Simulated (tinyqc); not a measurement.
# Metal-interlayer-semiconductor contact, depinning against tunnelling resistance: effects of single changes

Zero bias, n-type semiconductor. Gap states at the semiconductor surface thin out as exp(-be ti), which unpins the barrier; electrons must then cross the interlayer (a rectangular barrier, no voltage drop across it) and the parabolic depleted layer, both by WKB. Energies E are counted from the Fermi level; no image force, parabolic bands.

Values chosen for this exercise; semiconductor values close to those of gallium nitride; interlayer mass of the order of that in silicon dioxide, offset chosen freely:
- T = 300 K (temperature)
- Eg = 3.36 eV (band gap)
- eps_r = 9.42 (relative permittivity)
- chi = 4.24 eV (electron affinity)
- Nc = 2.3e18 cm^-3 (conduction-band density of states at T)
- mt = 0.2 m0 (tunnelling mass in the semiconductor)
- mA = 0.195 m0 (Richardson mass)
- Nd = 1.7e18 cm^-3 (donor density)
- E0 = 2.3 eV (charge-neutrality level above the valence band)
- S0 = 0.6 (pinning factor without interlayer)
- phiM = 4.42 eV (metal work function)
- ti = 0.4 nm (interlayer thickness)
- dE = 3.12 eV (conduction-band offset of the interlayer above the semiconductor)
- mi = 0.46 m0 (tunnelling mass in the interlayer)
- be = 4 1/nm (decay constant of gap states through the interlayer)

Constants: q = 1.602176634e-19 C, kB = 1.380649e-23 J/K, eps0 = 8.8541878128e-12 F/m, hbar = 1.054571817e-34 J s, h = 6.62607015e-34 J s, m0 = 9.1093837015e-31 kg, Vt = kB T/q, hbar^2/(2 m0) = 0.0380998212 eV nm^2. Results are converted to the units shown.

Each table varies one quantity; the others keep the values above.

## Contact resistivity against the interlayer thickness

S = 1/(1 + (1/S0 - 1) exp(-be ti)); phiB = S (phiM - chi) + (1 - S)(Eg - E0); xi = Ec - EF deep inside, from Nd = Nc F(-xi/Vt), F(x) = (2/sqrt(pi)) int_0^infinity sqrt(u) du/(1 + exp(u - x)); band bending U = phiB - xi; E00 = (hbar/2) sqrt(Nd/(eps0 eps_r mt m0)) in volts; A = 4 pi q mA m0 kB^2/h^3. With U = phiB - xi: for xi < E < phiB, y = (E - xi)/U and G1 = (U/E00) [sqrt(1 - y) - y ln((1 + sqrt(1 - y))/sqrt(y))], G1 = 0 above phiB; G2 = 2 ti sqrt(mi max(phiB + dE - E, 0)/C), C = hbar^2/(2 m0); f = 1/(1 + exp(E/Vt)); 1/rho_c = (A T^2/Vt^2) times the integral of exp(-G1 - G2) f over E from xi upwards. Shares under 0.001 % are printed as 0; rows without band bending are left out.

The same in every row: E00/Vt = 0.682.

Result of one run:
```
ti (nm)      S  phiB (eV)  rho_c (ohm cm^2)  rho_c with G2 = 0 (ohm cm^2)  peak of the integrand (eV)  share above phiB (%)
0.4      0.881      0.284           0.00447                       3.06e-5                       0.188                  4.58
```

What becomes of these results when the interlayer thickness ti is changed from 0.4 to 2.8 nm, all else the same?

Result of the changed run:
```
ti (nm)     S  phiB (eV)  rho_c (ohm cm^2)  rho_c with G2 = 0 (ohm cm^2)  peak of the integrand (eV)  share above phiB (%)
2.8      1.00      0.180            1.35e9                       1.20e-6                       0.131                  14.4
```

The whole series:
```
ti (nm)      S  phiB (eV)  rho_c (ohm cm^2)  rho_c with G2 = 0 (ohm cm^2)  peak of the integrand (eV)  share above phiB (%)
0        0.600      0.532            0.0899                        0.0899                       0.345                 0.848
0.4      0.881      0.284           0.00447                       3.06e-5                       0.188                  4.58
0.8      0.974      0.203            0.0496                       2.43e-6                       0.137                  8.81
1.2      0.995      0.185              3.96                       1.38e-6                       0.127                  10.8
1.6      0.999      0.181               497                       1.23e-6                       0.126                  11.9
2         1.00      0.180            6.85e4                       1.20e-6                       0.127                  12.7
2.4       1.00      0.180            9.61e6                       1.20e-6                       0.129                  13.6
2.8       1.00      0.180            1.35e9                       1.20e-6                       0.131                  14.4
3.2       1.00      0.180           1.90e11                       1.20e-6                       0.133                  15.3
```

As ti goes from 0 to 3.2, phiB falls from 0.532 to 0.180 eV and rho_c goes from 0.0899 through a minimum of 0.00447 (at ti = 0.4 among the rows listed) to 1.90e11 ohm cm^2. At ti = 0.4 nm rho_c is 20.1 times lower than without interlayer: up to there the falling barrier gains more than tunnelling through the layer costs, beyond it the layer dominates. The ratio of rho_c to its value with G2 = 0 runs from 1.00 to 1.59e17.

## Contact resistivity against the donor density

Same model as above.

The same in every row: S = 0.881; phiB (eV) = 0.284.

Contact resistivity against the donor density:
```
Nd (cm^-3)  E00/Vt  rho_c (ohm cm^2)  rho_c with G2 = 0 (ohm cm^2)  peak of the integrand (eV)  share above phiB (%)
7.7e16       0.145            0.0476                       3.52e-4                       0.280                  48.7
2e17         0.234            0.0327                       2.39e-4                       0.273                  33.5
5e17         0.370            0.0183                       1.31e-4                       0.255                  18.8
1.3e18       0.597           0.00665                       4.61e-5                       0.208                  6.81
3.3e18       0.950           0.00130                       8.51e-6                       0.122                  1.33
8.3e18        1.51           1.47e-4                       9.11e-7                      0.0398                 0.150
2.1e19        2.40           1.68e-5                       1.00e-7                     8.60e-4                0.0173
5.4e19        3.84           2.86e-6                       1.64e-8                     -0.0248               0.00293
1.4e20        6.19           7.64e-7                       4.16e-9                     -0.0456                     0
```

As Nd goes from 7.7e16 to 1.4e20, phiB stays at 0.284 eV and rho_c falls from 0.0476 to 7.64e-7 ohm cm^2. rho_c goes as Nd^(-0.39) between the first two rows and Nd^(-1.38) between the last two, while E00/Vt goes from 0.145 to 6.19 and the share above the barrier from 48.7 to 0 %. The ratio of rho_c to its value with G2 = 0 runs from 135 to 184.

Program tinyqc, `OMP_NUM_THREADS=1 python tinyqc.py 2270088 2270089 out.jsonl`; Intel Xeon 2.30GHz, shared host, one thread, about 0.02 s.
